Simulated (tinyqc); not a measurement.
Changing the HF added: speciation in dilute and buffered hydrofluoric acid, oxide etch rate and bath loading. Computed by tinyqc, a small Python program. Command: `OMP_NUM_THREADS=1 python tinyqc.py 3120623 3120624 out.jsonl hfetch sweep`. One thread of a shared host (Intel(R) Xeon(R) Processor @ 2.30GHz), about 0.01 s of CPU time with the checks.

Concentrations stand for activities, NH4+ and Cl- are spectators, and water ionisation is neglected. H, F and HF2 denote the ions H+, F- and HF2-. The base temperature is 298 K.

Inputs (values chosen for the exercise, of the order of those for thermal oxide at room temperature):
```
quantity                            value            unit
NH4F added                           0.14           mol/L
HCl added                               0           mol/L
K1 = [H][F]/[HF]                 0.000734           mol/L
K2 = [HF2]/([HF][F])                 3.85           L/mol
K3 = [H2F2]/[HF]^2                   2.84           L/mol
rate constant of neutral HF k_a        13  nm L/(min mol)
rate constant of HF2 k_b               59  nm L/(min mol)
activation energy                    0.33              eV
temperature error                     2.6               K
oxide removed per wafer                42              nm
```

Constants: k_B = 8.617333262e-05 eV/K.

Method:
- Fluoride balance: [HF] + [F] + 2 [HF2] + 2 [H2F2] = HF added + NH4F added. Acid balance: [H] + [HF] + [HF2] + 2 [H2F2] = HF added + HCl added. For a trial [H], [HF] = [H][F]/K1, and the fluoride balance is a quadratic in [F].
- The root is refined to 1e-13 in pH = -log10 [H].
- Rate = k_a ([HF] + 2 [H2F2]) + k_b [HF2], an empirical two-term form.
- Time = oxide/rate; a temperature error changes the rate by exp((E_a/k_B)(1/298 - 1/(298 + error))) - 1.

One run for each value:
```
HF added (mol/L)  etch rate (nm/min)      pH  share of HF2 in the rate (%)  [HF2] (mol/L)
0.005                     1.4348e-01  4.7682                        70.356        0.00171
0.012                     3.3932e-01  4.3854                        69.497        0.00400
0.028                     7.6718e-01  4.0122                        67.617        0.00879
0.067                     1.7183e+00  3.6238                        63.477        0.01849
0.16                      3.6589e+00  3.2335                        55.613        0.03449
0.37                      7.3003e+00  2.8607                        44.067        0.05453
0.89                      1.5059e+01  2.4806                        30.080        0.07677
2.1                       3.1702e+01  2.1223                        18.206        0.09783
5                         7.0291e+01  1.7770                        10.051        0.11975
```

Over the rows, etch rate (nm/min) rises from 0.143 to 70.3 (exponent d ln y / d ln x 0.98 between the first rows and 0.92 between the last); pH falls from 4.77 to 1.78; share of HF2 in the rate (%) falls from 70.4 to 10.1 (exponent d ln y / d ln x -0.014 between the first rows and -0.68 between the last). At the low end the exponent of etch rate is 0.98, close to 1: the rate follows the acid added.
